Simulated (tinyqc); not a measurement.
What moves the results: Landau levels of massless Dirac electrons. A value that a table varies takes the place of the one given here.

E_N = sqrt(2N) hv/l for N = 0, 1, 2, ... and the mirror levels below zero; each is fourfold (spin, valley), Zeeman splitting left out; half of level 0 belongs to the electrons.

In a field B along z: l = 1/sqrt((e/hbar) B) is the magnetic length, n_B = B/(h/e) the number of states per area in one level, hbar wc = 2 muB B/m for mass m in m0; 1/angstrom^2 = 1e16/cm^2.

Level 0 takes 2 n_B electrons and each higher level 4 n_B. At zero temperature and without broadening EF sits in the partly filled level.

Constants: e/hbar = 1.519267448e-05 1/(T angstrom^2); h/e = 413566.7697 T angstrom^2; muB = 5.788381798e-05 eV/T.

Values chosen for the exercise (near those of graphene; shifted at random, so the results belong to these values and not to a real crystal):
- hv = 6.45 eV angstrom (hbar v)
- Bs = (1, 2, 3, 5, 7, 10, 14) T (fields)
- n = 6.4 x 1e11/cm^2 (electron sheet density)
- Bo = (1.22, 1.38, 1.59, 1.87, 2.27, 2.9, 4, 6.44, 16.5) T (fields)
- B = 11.2 T (magnetic field)

## The fan of levels

The four lowest levels against B, with their labels in order.

Levels (meV):

| B (T) | first | second | third | fourth | order |
|---|---|---|---|---|---|
| 1.00 | 0.00 | 35.55 | 50.28 | 61.58 | 0 1 2 3 |
| 2.00 | 0.00 | 50.28 | 71.11 | 87.09 | 0 1 2 3 |
| 3.00 | 0.00 | 61.58 | 87.09 | 106.66 | 0 1 2 3 |
| 5.00 | 0.00 | 79.50 | 112.43 | 137.70 | 0 1 2 3 |
| 7.00 | 0.00 | 94.07 | 133.03 | 162.93 | 0 1 2 3 |
| 10.0 | 0.00 | 112.43 | 159.00 | 194.74 | 0 1 2 3 |
| 14.0 | 0.00 | 133.03 | 188.14 | 230.42 | 0 1 2 3 |

What does this show?

The fourth level grows as B^0.50 over the first two rows and B^0.50 over the last two (1 for a parabolic band without a fixed offset such as a valley splitting, 1/2 for massless Dirac electrons). The order of the levels does not change. Level 0 stays at zero, and the others stand as sqrt(N).

## Oscillation of the Fermi level

Fixed density, zero temperature, no broadening. At B = 0, EF = hv sqrt(pi n).

Filling:

| B (T) | nu | partly filled level | EF (meV) | filled share |
|---|---|---|---|---|
| 1.22 | 21.70 | 5 | 87.81 | 0.92 |
| 1.38 | 19.18 | 5 | 93.39 | 0.29 |
| 1.59 | 16.65 | 4 | 89.66 | 0.66 |
| 1.87 | 14.15 | 4 | 97.24 | 0.04 |
| 2.27 | 11.66 | 3 | 92.78 | 0.42 |
| 2.90 | 9.13 | 2 | 85.63 | 0.78 |
| 4.00 | 6.62 | 2 | 100.56 | 0.15 |
| 6.44 | 4.11 | 1 | 90.23 | 0.53 |
| 16.5 | 1.60 | 0 | 0.00 | 0.80 |

EF at B = 0 = 91.46 meV

What does this show?

EF runs between 0.0 and 100.6 meV around its zero-field value of 91.5 meV. It follows a level while that level empties and falls to the next one down when nu passes a filled shell; the partly filled level changes 5 times in this table.

## What each parameter does

The second and third levels from below, nu = n/n_B, and EF. Each row changes one parameter from the base and keeps the others.

Results:

| case | second level (meV) | third level (meV) | nu | EF (meV) |
|---|---|---|---|---|
| base | 118.99 | 168.27 | 2.36 | 118.99 |
| B = 13.4 T | 130.15 | 184.06 | 1.98 | 0.00 |
| hv = 7.74 eV angstrom | 142.78 | 201.93 | 2.36 | 142.78 |
| n = 5.44 x 1e11/cm^2 | 118.99 | 168.27 | 2.01 | 118.99 |

What does this show?

The largest shifts from the base row, up to three for each result and ties (the steps differ in size, so this ranks the rows, not the parameters). second level (meV): hv +23.80, B +11.16; unchanged at the printed digits by n. third level (meV): hv +33.65, B +15.79; unchanged at the printed digits by n. nu: B -0.39, n -0.35; unchanged at the printed digits by hv. EF (meV): B -118.99, hv +23.80; unchanged at the printed digits by n.

(tinyqc, `OMP_NUM_THREADS=1 python tinyqc.py 1251494 1251495 out.jsonl`, Intel(R) Xeon(R) Processor @ 2.30GHz, 1 thread, shared host, about 0.01 s.)
